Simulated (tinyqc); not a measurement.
Nucleation and growth of vacancy voids in a cooling silicon-like crystal: one step, computed by the program tinyqc.

Spherical voids; vacancies are lost only to voids.

Question. Nucleation rate at T with the initial excess. C_e = C_m exp[-(E_f/k_B)(1/T - 1/T_m)]; D = D0 exp(-E_m/(k_B T)); f = k_B T ln(C/C_e); r* = 2 gamma/(rho f); W* = 16 pi gamma^3/(3 rho^2 f^2); Z = f/sqrt(12 pi W* k_B T); I = rho Z (4 pi r* D C) exp(-W*/(k_B T)).

Inputs (values chosen for the exercise, close to those used for silicon):
```
quantity,value,unit
vacancy density at the melting point C_m,5.9e+14,1/cm^3
formation energy E_f,3.86,eV
melting point T_m,1685,K
diffusion prefactor D0,0.00031,cm^2/s
migration energy E_m,0.47,eV
site density rho,5e+22,1/cm^3
void surface energy gamma,0.893,J/m^2
temperature of the worked step T,1385,K
```

initial excess C = 2.60e+13 1/cm^3

Constants: k_B = 8.617333262e-05 eV/K; k_B = 1.380649e-23 J/K; e = 1.602176634e-19 C.

Give: C_e; D; driving force f; critical radius r*; W*/(k_B T); rate I.

Answer.

C_e = 1.8625e+12 1/cm^3

D = 6.0410e-06 cm^2/s

driving force f = 0.31463 eV

critical radius r* = 0.70861 nm

W*/(k_B T) = 98.224

rate I = 6.6542e-20 1/(cm^3 s)

Cooling by 10 K multiplies I by 860000: nucleation switches on within a narrow range of temperature.
